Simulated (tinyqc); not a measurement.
Inside a calculation. Model: small-signal admittance of a forward-biased p+-n diode.

tinyqc, about 0.01 s, one thread, Intel Xeon 2.30GHz (shared host): `OMP_NUM_THREADS=1 python tinyqc.py 2890168 2890169 out.jsonl` Printed values are rounded.

Holes injected into a neutral base of width wb with an ohmic contact at its end; low injection, p0 far above the equilibrium density. A small voltage v exp(i w t), w = 2 pi f, modulates the edge density by p0 v/Vt, and the small-signal density obeys Dp d2p/dx2 = (1/tau + i w) p.

Inputs (values chosen for the exercise); permittivity close to that of 4H silicon carbide:

| symbol | value | unit | meaning |
|---|---|---|---|
| T | 350 | K | temperature |
| eps_r | 9.7 |  | relative permittivity |
| Nd | 1.8e16 | cm^-3 | donor density of the base |
| Dp | 3 | cm^2/s | hole diffusion coefficient |
| tau | 8e-7 | s | hole lifetime |
| wb | 8.2 | um | width of the neutral base |
| p0 | 4.1e13 | cm^-3 | excess hole density at the junction edge |
| Na | 3e19 | cm^-3 | acceptor density of the p+ side |
| f | 2.6e6 | Hz | signal frequency |

Constants: q = 1.602176634e-19 C, kB = 1.380649e-23 J/K, Vt = kB T/q, eps0 = 8.8541878128e-14 F/cm where lengths are in cm. Results are converted to the units shown.

## Closed-form admittance

L = sqrt(Dp tau); direct current J = (q Dp p0/L) coth(wb/L); k = sqrt(1 + i w tau)/L; diffusion admittance Y = (q Dp p0/Vt) k coth(k wb) = G + i w C_diff; junction capacitance C_j = sqrt(q eps0 eps_r Nd/(2 Vr)) in the depletion approximation, with the remaining barrier Vr = Vt ln(Na/p0), a rough value under forward bias; base-width modulation is left out.

L = 15.4919 um
J = 0.0262362 A/cm^2
k wb = 1.40577+1.30231i
Y = 1.06595+0.87186i S/cm^2
C_diff = 0.0533693 uF/cm^2
C_j = 0.0551441 uF/cm^2

G is 1.23 times its low-frequency value J/Vt, and C_diff is 0.968 times C_j.

## The same by finite differences

6 equal intervals, h = wb/6; u = small-signal density over its edge value, u_0 = 1, u_6 = 0; u_(i-1) + b u_i + u_(i+1) = 0 with b = -2 - h^2 (1/tau + i w)/Dp; Y = (q Dp p0/(Vt h)) (-b/2 - u_1), which includes the half box at the edge.

b = -2.00778-0.10171i
u, node 1 to 5: [0.782482-0.134715i, 0.584756-0.190893i, 0.410995-0.189082i, 0.259665-0.146941i, 0.125300-0.079533i]
Y on the mesh = 1.05854+0.88719i S/cm^2

Against the closed form the real part is 0.69 % below it and the imaginary part 1.8 % above it; |k h| = 0.32.
